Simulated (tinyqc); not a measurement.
Virtual-crystal alloy in the empirical-pseudopotential method: one step. Levels in the small basis. Two cases, with inputs chosen for the exercise.

Problem. Diagonalise; the gap between the fourth and fifth level is a first estimate of the direct gap at X.

Give: levels (absolute scale of H); gap.

Case 1.

H in this small basis (eV):
```
             000      -200    -1+1+1    -1-1-1    -1+1-1    -1-1+1
000      4.95211         0  -2.09582   2.09582  -2.09582  -2.09582
-200           0   4.95211   2.09582  -2.09582  -2.09582  -2.09582
-1+1+1  -2.09582   2.09582   9.90422  -0.37636         0         0
-1-1-1   2.09582  -2.09582  -0.37636   9.90422         0         0
-1+1-1  -2.09582  -2.09582         0         0   9.90422   0.37636
-1-1+1  -2.09582  -2.09582         0         0   0.37636   9.90422
```

Solution.

levels (absolute scale of H) (eV): 2.650  2.650  9.528  9.528  12.583  12.583

gap = 3.055 eV

The full basis gives 3.836 eV for this gap.

Case 2.

H in this small basis (eV):
```
             000      -200    -1+1+1    -1-1-1    -1+1-1    -1-1+1
000      4.76148         0  -2.14513   2.14513  -2.14513  -2.14513
-200           0   4.76148   2.14513  -2.14513  -2.14513  -2.14513
-1+1+1  -2.14513   2.14513   9.52296  -0.21364         0         0
-1-1-1   2.14513  -2.14513  -0.21364   9.52296         0         0
-1+1-1  -2.14513  -2.14513         0         0   9.52296   0.21364
-1-1+1  -2.14513  -2.14513         0         0   0.21364   9.52296
```

Solution.

levels (absolute scale of H) (eV): 2.290  2.290  9.309  9.309  12.208  12.208

gap = 2.899 eV

The full basis gives 3.723 eV for this gap.

Computed by tinyqc, one run a case: `OMP_NUM_THREADS=1 python tinyqc.py N N+1 out.jsonl` with N = 1050051, 1050174; one thread of a shared Intel(R) Xeon(R) Processor @ 2.30GHz, about 0.5 s a run at most.
